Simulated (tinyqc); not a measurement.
Shockley state of an s-p chain by decimation: one step. First round of decimation. Five cases, with inputs chosen for the exercise.

Task: Carry out one round.

Each site has s at -d/2 and p at +d/2: H0 = diag(-d/2, d/2). The block to the next site on the right is H1 = [[-ts, u], [-u, tp]] (rows s, p of site n; columns s, p of site n + 1). Bulk: H(k) = [[-d/2 - 2 ts cos k, 2i u sin k], [-2i u sin k, d/2 + 2 tp cos k]]. The bands are inverted at k = pi if d < 2 (ts + tp).

Decimation (Sancho-Rubio) at z = E + i eta: start with es = e = H0, A = H1, B = H1^T. Each round forms g = (z - e)^-1 and sets es += A g B, e += A g B + B g A, A = A g A, B = B g B, doubling the length covered. Stop when all |A| < 1e-10. Surface G = (z - es)^-1, bulk G = (z - e)^-1; densities -Im tr G/pi.

Give: g; es; e; A.

Case 1.

Values chosen: d = 7.29 eV (Ep - Es); ts = 1.21 eV (s-s hopping); tp = 1.55 eV (p-p hopping); u = 1.2 eV (s-p hopping); E = 0.26 eV (energy); eta = 0.02 eV (broadening).

Result:

g (1/eV), rows s, p and columns alike:
```
[[0.2561-0.0013i, 0.0000],
 [0.0000, -0.2954-0.0017i]]
```

es (eV), rows s, p and columns alike:
```
[[-3.6955-0.0044i, -0.1776-0.0052i],
 [-0.1776-0.0052i, 3.3040-0.0061i]]
```

e (eV), rows s, p and columns alike:
```
[[-3.7459-0.0089i, 0.0000],
 [0.0000, 2.9630-0.0122i]]
```

A (eV), rows s, p and columns alike:
```
[[0.8003+0.0006i, -0.9213-0.0013i],
 [0.9213+0.0013i, -1.0785-0.0023i]]
```

Case 2.

Values chosen: d = 0.9 eV (Ep - Es); ts = 0.93 eV (s-s hopping); tp = 0.91 eV (p-p hopping); u = 0.77 eV (s-p hopping); E = 0.43 eV (energy); eta = 0.05 eV (broadening).

Result:

g (1/eV), rows s, p and columns alike:
```
[[1.1327-0.0644i, 0.0000],
 [0.0000, -6.8966-17.2414i]]
```

es (eV), rows s, p and columns alike:
```
[[-3.5593-10.2781i, -4.0213-12.1271i],
 [-4.0213-12.1271i, -4.5895-14.3157i]]
```

e (eV), rows s, p and columns alike:
```
[[-6.6686-20.5562i, 0.0000],
 [0.0000, -9.6289-28.6315i]]
```

A (eV), rows s, p and columns alike:
```
[[5.0686+10.1668i, -5.6435-12.0349i],
 [5.6435+12.0349i, -6.3826-14.2394i]]
```

Case 3.

Values chosen: d = 4.19 eV (Ep - Es); ts = 0.63 eV (s-s hopping); tp = 0.89 eV (p-p hopping); u = 0.68 eV (s-p hopping); E = -0.24 eV (energy); eta = 0.02 eV (broadening).

Result:

g (1/eV), rows s, p and columns alike:
```
[[0.5390-0.0058i, 0.0000],
 [0.0000, -0.4282-0.0037i]]
```

es (eV), rows s, p and columns alike:
```
[[-2.0791-0.0040i, -0.0283-0.0047i],
 [-0.0283-0.0047i, 2.0050-0.0056i]]
```

e (eV), rows s, p and columns alike:
```
[[-2.0632-0.0080i, 0.0000],
 [0.0000, 1.9151-0.0112i]]
```

A (eV), rows s, p and columns alike:
```
[[0.4120-0.0006i, -0.4901+0.0003i],
 [0.4901-0.0003i, -0.5884-0.0002i]]
```

Case 4.

Values chosen: d = 2.09 eV (Ep - Es); ts = 1.07 eV (s-s hopping); tp = 1.03 eV (p-p hopping); u = 0.75 eV (s-p hopping); E = 0.3 eV (energy); eta = 0.05 eV (broadening).

Result:

g (1/eV), rows s, p and columns alike:
```
[[0.7425-0.0276i, 0.0000],
 [0.0000, -1.3363-0.0897i]]
```

es (eV), rows s, p and columns alike:
```
[[-0.9466-0.0820i, -0.4364-0.0914i],
 [-0.4364-0.0914i, 0.0450-0.1107i]]
```

e (eV), rows s, p and columns alike:
```
[[-0.8482-0.1641i, 0.0000],
 [0.0000, -0.9550-0.2213i]]
```

A (eV), rows s, p and columns alike:
```
[[1.6017+0.0188i, -1.6281-0.0471i],
 [1.6281+0.0471i, -1.8353-0.0796i]]
```

Case 5.

Values chosen: d = 2.68 eV (Ep - Es); ts = 0.87 eV (s-s hopping); tp = 1.53 eV (p-p hopping); u = 1.15 eV (s-p hopping); E = -0.11 eV (energy); eta = 0.01 eV (broadening).

Result:

g (1/eV), rows s, p and columns alike:
```
[[0.8130-0.0066i, 0.0000],
 [0.0000, -0.6896-0.0048i]]
```

es (eV), rows s, p and columns alike:
```
[[-1.6367-0.0113i, -0.4000-0.0150i],
 [-0.4000-0.0150i, 0.8008-0.0199i]]
```

e (eV), rows s, p and columns alike:
```
[[-1.9334-0.0226i, 0.0000],
 [0.0000, 0.2616-0.0397i]]
```

A (eV), rows s, p and columns alike:
```
[[1.5274+0.0013i, -2.0268-0.0018i],
 [2.0268+0.0018i, -2.6895-0.0024i]]
```

Computed by tinyqc, one run a case: `OMP_NUM_THREADS=1 python tinyqc.py N N+1 out.jsonl` with N = 1451124, 1451152, 1451213, 1451779, 1451928; one thread of a shared Intel(R) Xeon(R) Processor @ 2.30GHz, about 0.4 s a run at most.
